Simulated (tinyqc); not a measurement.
Empirical pseudopotential in a few plane waves, step by step. One step of it, computed by the program tinyqc.

Task: Levels at G. Diagonalise the Hermitian matrix.

H(k) at G (eV), lower triangle (Hermitian):
```
                     +0+0+0               -1-1-1               -1-1+1               -1+1-1
+0+0+0             0.000000
-1-1-1   1.991480-0.307862i            16.003496
-1-1+1  -1.991480-0.307862i   0.000000+0.598650i            16.003496
-1+1-1  -1.991480-0.307862i   0.000000+0.598650i             0.013606            16.003496
-1+1+1  -1.991480+0.307862i            -0.013606   0.000000+0.598650i   0.000000+0.598650i
+1-1-1  -1.991480-0.307862i   0.000000+0.598650i             0.013606             0.013606
+1-1+1  -1.991480+0.307862i            -0.013606   0.000000+0.598650i             0.000000
+1+1-1  -1.991480+0.307862i            -0.013606             0.000000   0.000000+0.598650i
+1+1+1   1.991480+0.307862i             0.000000            -0.013606            -0.013606
-2+0+0   0.000000-0.598650i  -1.991480+0.307862i  -1.991480-0.307862i  -1.991480-0.307862i
+0-2+0   0.000000-0.598650i  -1.991480+0.307862i  -1.991480-0.307862i   0.432931-0.240517i
+0+0-2   0.000000-0.598650i  -1.991480+0.307862i   0.432931-0.240517i  -1.991480-0.307862i
+0+0+2   0.000000+0.598650i  -0.432931-0.240517i   1.991480+0.307862i  -0.432931+0.240517i
+0+2+0   0.000000+0.598650i  -0.432931-0.240517i  -0.432931+0.240517i   1.991480+0.307862i
+2+0+0   0.000000+0.598650i  -0.432931-0.240517i  -0.432931+0.240517i  -0.432931+0.240517i

                     -1+1+1               +1-1-1               +1-1+1               +1+1-1
-1+1+1            16.003496
+1-1-1             0.000000            16.003496
+1-1+1             0.013606   0.000000+0.598650i            16.003496
+1+1-1             0.013606   0.000000+0.598650i             0.013606            16.003496
+1+1+1   0.000000+0.598650i            -0.013606   0.000000+0.598650i   0.000000+0.598650i
-2+0+0   1.991480-0.307862i   0.432931-0.240517i  -0.432931-0.240517i  -0.432931-0.240517i
+0-2+0  -0.432931-0.240517i  -1.991480-0.307862i   1.991480-0.307862i  -0.432931-0.240517i
+0+0-2  -0.432931-0.240517i  -1.991480-0.307862i  -0.432931-0.240517i   1.991480-0.307862i
+0+0+2  -1.991480+0.307862i  -0.432931+0.240517i  -1.991480+0.307862i   0.432931+0.240517i
+0+2+0  -1.991480+0.307862i  -0.432931+0.240517i   0.432931+0.240517i  -1.991480+0.307862i
+2+0+0   0.432931+0.240517i   1.991480+0.307862i  -1.991480+0.307862i  -1.991480+0.307862i

                     +1+1+1     -2+0+0     +0-2+0     +0+0-2
+1+1+1            16.003496
-2+0+0  -0.432931+0.240517i  21.337995
+0-2+0  -0.432931+0.240517i   0.013606  21.337995
+0+0-2  -0.432931+0.240517i   0.013606   0.013606  21.337995
+0+0+2  -1.991480-0.307862i  -0.013606  -0.013606   0.000000
+0+2+0  -1.991480-0.307862i  -0.013606   0.000000  -0.013606
+2+0+0  -1.991480-0.307862i   0.000000  -0.013606  -0.013606

           +0+0+2     +0+2+0     +2+0+0
+0+0+2  21.337995
+0+2+0   0.013606  21.337995
+2+0+0   0.013606   0.013606  21.337995
```

Give: eigenvalues.

Result:

eigenvalues (eV): -2.1459  12.3411  13.0120  13.0120  13.0120  16.1002  16.1002  16.1002  18.4825  21.3108  21.3108  24.2056  24.2056  24.2056  24.8033
